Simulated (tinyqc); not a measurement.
## Stress and current directions compared

A cubic crystal with three pairs of conduction valleys along x, y and z; non-degenerate electrons, one relaxation time, masses unchanged. Stress s_ij = X a_i a_j with a the unit vector along the stress; strain e_ii = s11 s_ii + s12 (s_jj + s_kk), e_ij = s44 s_ij/2. Valley shift dE = Xu (n.e.n - trace(e)/3) with n the valley axis; share f proportional to exp(-dE/Vt). Inverse mass along the current d: (n.d)^2/ml + (1 - (n.d)^2)/mt; mu/mu0 = sum f (1/m) over the plain mean of 1/m. Rows: direction of the stress, of size |X|; columns: direction of the current and sign.

Inputs (values chosen for the exercise); values close to those of silicon: temperature T = 400 K; compliance s11 = 7.77 1/TPa; compliance s12 = -2.17 1/TPa; compliance s44 = 12.6 1/TPa; shear deformation potential Xu = 8.8 eV; longitudinal mass ml = 0.942 m0; transverse mass mt = 0.191 m0; uniaxial stress (tension positive) X = -840 MPa.

Constants: q = 1.602176634e-19 C, kB = 1.380649e-23 J/K, Vt = kB T/q. Results are converted to the units shown.

mu/mu0:
```
       I [100], tension  I [100], compression  I [110], tension  I [110], compression
[100]             1.301                0.4844             1.075                0.8711
[110]             1.140                0.8988             1.140                0.8988
[001]            0.8494                 1.258            0.8494                 1.258
[111]             1.000                 1.000             1.000                 1.000
```

What does the table show?

The largest gain, 1.30, is for stress along [100], tension, current along [100]; the largest loss, 0.484, for [100], compression, current along [100]. Entries equal to one are cases in which the valleys are not split or have equal mass along the current.

Numbers from tinyqc (`OMP_NUM_THREADS=1 python tinyqc.py 2530112 2530113 out.jsonl`; about 0.01 s on one thread of a shared Intel Xeon 2.30GHz).
